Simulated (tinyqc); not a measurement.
Worked calculation: CID on RHF in the sto-3g basis, for H4, spin multiplicity 1. One step of it, computed by the program tinyqc.

Task: CID: determinants and Hamiltonian. Slater-Condon rules over spin orbitals, with the nuclear repulsion added and E(HF) subtracted on the diagonal. Only determinants linked to the reference directly or through others are kept (one block of an abelian symmetry group), so some states are absent.

one-electron integrals over orbitals h = C^T H C (hartree), lower triangle:
```
           1          2          3          4
1  -2.091365
2   0.000055  -1.754944
3   0.180619   0.000338  -1.281474
4  -0.000276   0.154302   0.000005  -0.708382
```

Two-electron integrals over orbitals (pq|rs), unique and non-zero (hartree):
```
(11|11) 0.541614    (21|11) -0.000278   (21|21) 0.165365    (22|11) 0.487260
(22|21) 0.000222    (22|22) 0.503344    (31|11) -0.083785   (31|21) -0.000172
(31|22) 0.001579    (31|31) 0.107356    (32|11) -0.000326   (32|21) 0.099991
(32|22) 0.000142    (32|31) 0.000089    (32|32) 0.129107    (33|11) 0.500855
(33|21) 0.000157    (33|22) 0.495372    (33|31) -0.022923   (33|32) 0.000060
(33|33) 0.521574    (41|11) 0.000211    (41|21) -0.043533   (41|22) -0.000032
(41|31) -0.000117   (41|32) 0.046526    (41|33) -0.000011   (41|41) 0.090565
(42|11) -0.089773   (42|21) -0.000130   (42|22) -0.018290   (42|31) 0.095466
(42|32) 0.000124    (42|33) -0.019707   (42|41) -0.000102   (42|42) 0.103363
(43|11) -0.000241   (43|21) 0.154777    (43|22) 0.000242    (43|31) -0.000156
(43|32) 0.098884    (43|33) 0.000186    (43|41) -0.041095   (43|42) -0.000138
(43|43) 0.167648    (44|11) 0.575487    (44|21) -0.000226   (44|22) 0.524026
(44|31) -0.090977   (44|32) -0.000316   (44|33) 0.546713    (44|41) 0.000215
(44|42) -0.103669   (44|43) -0.000207   (44|44) 0.654141
```

nuclear repulsion = 2.88476086 hartree

Hartree-Fock energy = -2.14458832 hartree

Give: determinants; H - E(HF) between determinants.

Result:

Occupation strings over the orbitals (2 doubly, a alpha, b beta, 0 empty; spin orbitals ordered 1a 1b 2a 2b ...): 2200 aabb 2020 20ab ab20 abab 20ba 2002 abba ab02 ba20 baab 0220 02ab baba ba02 02ba 0202 bbaa

H - E(HF) between determinants (hartree), lower triangle:
```
        2200    aabb    2020    20ab    ab20    abab    20ba    2002
2200   0.000
aabb  -0.049   1.990
2020   0.129   0.047   1.136
20ab   0.000   0.000   0.000   1.900
ab20   0.000   0.000   0.000   0.059   1.385
abab  -0.047  -0.129   0.108   0.000   0.000   2.112
20ba   0.000   0.000   0.000  -0.168  -0.155   0.000   1.900
2002   0.103  -0.095   0.168  -0.001   0.000   0.155   0.001   2.746
abba   0.095  -0.103  -0.155   0.000   0.000  -0.168   0.000  -0.059
ab02   0.000   0.000   0.000   0.155   0.168   0.000  -0.108  -0.001
ba20   0.000   0.000   0.000  -0.155  -0.165   0.000   0.059   0.000
baab   0.095  -0.107  -0.155   0.000   0.000  -0.165   0.000  -0.059
0220   0.107  -0.095   0.165   0.000   0.001   0.155   0.000   0.000
02ab   0.000   0.000   0.000   0.165   0.155   0.000   0.000   0.000
baba  -0.047  -0.091   0.108   0.000   0.000   0.000   0.000   0.155
ba02   0.000   0.000   0.000  -0.108   0.000   0.000   0.155   0.001
02ba   0.000   0.000   0.000   0.000  -0.108   0.000   0.165   0.000
0202   0.091   0.047   0.000   0.000   0.000   0.108   0.000   0.165
bbaa  -0.049   0.000   0.047   0.000   0.000  -0.091   0.000  -0.095

        abba    ab02    ba20    baab    0220    02ab    baba   ba02
abba   2.103
ab02   0.000   2.913
ba20   0.000   0.000   1.385
baab   0.000   0.000   0.000   2.103
0220  -0.059   0.000  -0.001  -0.059   1.705
02ab   0.000   0.059  -0.108   0.000   0.001   2.386
baba  -0.165   0.000   0.000  -0.168   0.155   0.000   2.112
ba02   0.000  -0.165   0.168   0.000   0.000  -0.155   0.000  2.913
02ba   0.000  -0.155   0.155   0.000  -0.001  -0.168   0.000  0.059
0202  -0.155   0.000   0.000  -0.155   0.168   0.000   0.108  0.000
bbaa  -0.107   0.000   0.000  -0.103  -0.095   0.000  -0.129  0.000

       02ba   0202   bbaa
02ba  2.386
0202  0.000  3.150
bbaa  0.000  0.047  1.990
```
